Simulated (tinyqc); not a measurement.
## Drift layer from breakdown voltage and on-resistance

Inverse problem. An ideal drift layer with a triangular field at breakdown has BV = Ec W/2, N = eps0 eps_r Ec/(q W) and Ron = W/(q mu N). Find Ec, W and N.

Inputs (values chosen for the exercise): relative permittivity eps_r = 11.6; electron mobility of the drift layer mu = 1340 cm^2/(V s).

Constants: q = 1.602176634e-19 C, eps0 = 8.8541878128e-14 F/cm where lengths are in cm. Results are converted to the units shown.

BV = 100.20311 V
Ron = 0.68547505 mohm cm^2

Solution. Eliminating W and N gives Ron = 4 BV^2/(eps0 eps_r mu Ec^3), which yields Ec.

Ec = 349.2 kV/cm
W = 5.739 um
N = 3.900e15 cm^-3

Computed by the program tinyqc: `OMP_NUM_THREADS=1 python tinyqc.py 2120062 2120063 out.jsonl`, one thread of a shared Intel Xeon 2.30GHz, about 0.07 s for the whole run.
